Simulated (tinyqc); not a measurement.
Worked calculation: polytypes and stacking faults of a tetrahedral semiconductor in an axial Ising model with couplings up to third neighbours. Computed by tinyqc, a small Python program that keeps every step. Command: `OMP_NUM_THREADS=1 python tinyqc.py 3020431 3020432 out.jsonl polytype walk`. One thread of a shared host (Intel(R) Xeon(R) Processor @ 2.30GHz), about 0.01 s of CPU time with the checks. Intermediate numbers are printed to about 6 digits and carried at full precision; extremes and crossings named in words are read from the listed rows.

Each double layer has s = +1 or -1 for the sense of its stacking step; E per pair of atoms = E0 - sum_n J_n <s_i s_(i+n)>, n = 1, 2, 3. Hexagonality h = (1 - <s_i s_(i+1)>)/2.

Inputs (values chosen for the exercise, for a model crystal):
```
quantity,value,unit
J1,1.44,meV/pair
J2,-1.28,meV/pair
J3,-0.31,meV/pair
basal lattice constant a,3.08,angstrom
shear modulus G,181,GPa
Poisson ratio nu,0.26,-
gap of 3C,2.39,eV
gap of 4H,3.26,eV
binding energy of the fault level E_b,0.23,eV
in-plane mass m,0.32,m0
effective density of states N_c at 300 K,1.1e+19,1/cm^3
electron density n,4.2e+15,1/cm^3
temperature T,550,K
```

Host polytype: 6H.

Constants: 1 eV/angstrom^2 = 16.02176634 J/m^2; m_0 = 9.1093837015e-31 kg; hbar = 1.054571817e-34 J s; k_B = 1.380649e-23 J/K; k_B = 8.617333262e-05 eV/K.

## Energies of the polytypes

correlations of the repeat units 3C (+), 2H (+-), 4H (++--), 6H (+++---), 15R (+++--), 8H (++++----), 21R (++++---), 9R (++-):
```
,n = 1,n = 2,n = 3
3C,1.00000,1.00000,1.00000
2H,-1.00000,1.00000,-1.00000
4H,0.00000,-1.00000,0.00000
6H,0.33333,-0.33333,-1.00000
15R,0.20000,-0.60000,-0.60000
8H,0.50000,0.00000,-0.50000
21R,0.42857,-0.14286,-0.71429
9R,-0.33333,-0.33333,1.00000
```

E - E(3C) = sum_n J_n (1 - C_n), C_n = <s_i s_(i+n)>. The gap is taken linear in h between 3C (h = 0) and 4H (h = 1/2), a rough rule, with a dash beyond.

Polytypes:
```
polytype,h,E - E(3C) (meV/pair),gap by the linear rule (eV)
3C,0.00000,0.00000,2.39000
2H,1.00000,2.26000,-
4H,0.50000,-1.43000,3.26000
6H,0.33333,-1.36667,2.97000
15R,0.40000,-1.39200,3.08600
8H,0.25000,-1.02500,2.82500
21R,0.28571,-1.17143,2.88714
9R,0.66667,0.21333,-
```

E(2H) - E(3C) = 2.26 meV/pair

E(4H) - E(3C) = -1.43 meV/pair

E(6H) - E(3C) = -1.36667 meV/pair

The lowest is 4H, 0.038 meV/pair below 15R. J1/|J2| = 1.12: for J3 = 0 and J2 < 0 the ground state is 2H below -2, 4H between -2 and 2, and 3C above 2; at 2 itself all periods with bands of two or more layers are degenerate. Four or more polytypes lie within 1.5 meV/pair, so small a spread that growth kinetics and seeds can decide.

## Back from three energies to J1, J2, J3

With d2, d4, d6 the energies of 2H, 4H, 6H over 3C: d2 = 2 J1 + 2 J3, d4 = J1 + 2 J2 + J3, d6 = (2/3) J1 + (4/3) J2 + 2 J3, so J2 = (d4 - d2/2)/2, J3 = (3/4)(d6 - (2/3) d4), J1 = d2/2 - J3.

J1 recovered = 1.44 meV/pair

J2 recovered = -1.28 meV/pair

J3 recovered = -0.310000 meV/pair

## Stacking-fault energies

fault coefficients k_n:
```
,J1,J2,J3
single Shockley (42),0.00000,0.00000,-4.00000
Frank-type (32),0.66667,1.33333,-2.00000
Frank-type (43),-0.66667,-1.33333,-2.00000
```

Faults in 6H: the sequences single Shockley (42) (++++--), Frank-type (32) (+++--), Frank-type (43) (++++---) are put between perfect repeats; k_n = (layers x C_n of the host) - sum_i s_i s_(i+n). gamma = sum k_n J_n/A, A = (sqrt 3/2) a^2; 1 meV/angstrom^2 = 16.02177 mJ/m^2.

gamma (mJ/m^2): single Shockley (42) 2.41824, Frank-type (32) -0.24702, Frank-type (43) 2.66527

energy of the glide fault, single Shockley (42) = 2.41824 mJ/m^2

The cheapest is the Frank-type (32) fault, with a negative energy: the host is not the ground state of this model against it.

## Splitting of a basal screw dislocation

Screw line, bounded by the single Shockley (42) fault of energy gamma: b = a, partials b_p = a/sqrt 3; d = G b_p^2 (2 - 3 nu)/(8 pi gamma (1 - nu)). One partial is driven off by the shear stress gamma/b_p along its Burgers vector.

splitting width d = 155.255 nm

stress to open the fault = 13.5991 MPa

## Electronic energy gained by the fault

The fault binds electrons in a two-dimensional band E_b below the conduction edge, g2 = m m0/(pi hbar^2) for one valley. With the Fermi level held by the bulk, eta = ln[n/N_c(T)], N_c(T) = N_c (T/300)^1.5, the grand potential falls by g2 (k_B T)^2 F1(x), x = eta + E_b/(k_B T), F1(x) = integral from 0 to infinity of ln(1 + exp(x - t)) dt; sheet density g2 k_B T ln(1 + e^x). Band bending by the trapped charge is left out, so the gain is an upper bound. Net fault energy = gamma of the single Shockley (42) fault less the electronic gain.

x = -3.92697

sheet density = 1.23617e+11 1/cm^2

electronic gain = 0.00943281 mJ/m^2

net fault energy = 2.40881 mJ/m^2

The gain offsets 0.39 % of the fault energy. Caution: rows with n above 0.3 N_c(T) are near degeneracy, where eta = ln(n/N_c) underestimates the Fermi level.

## Gain against electron density

The formulas are those given above.

At T:
```
n (1/cm^3),x,sheet density (1/cm^2),gain (mJ/m^2),gain/gamma,gain/gamma at T + 200 K
1.00e+14,-7.66464,2.97146e+09,2.25666e-04,9.33182e-05,2.98776e-05
1.00e+15,-5.36206,2.96521e+10,2.25429e-03,9.32200e-04,2.98722e-04
1.00e+16,-3.05947,2.90455e+11,2.23100e-02,9.22568e-03,2.98181e-03
1.00e+17,-0.75689,2.43707e+12,2.03617e-01,8.42003e-02,2.92957e-02
1.00e+18,1.54570,1.10170e+13,1.26853e+00,5.24565e-01,2.53555e-01
5.00e+18,3.15514,2.02540e+13,3.16568e+00,1.30908e+00,8.82413e-01
2.00e+19,4.54143,2.88395e+13,5.74742e+00,2.37669e+00,2.01765e+00
```

For x well below 0 the gain is k_B T times the sheet density and linear in n; for x well above 0 the well fills and the gain grows only about as x^2. It passes the fault energy from n = 5.0e18 /cm^3 on; 200 K more changes it by a factor 0.32 at 1e16, so faults opened by injected carriers can shrink on heating.

Checks made by the program: the recovered constants (relative difference below 1e-10).
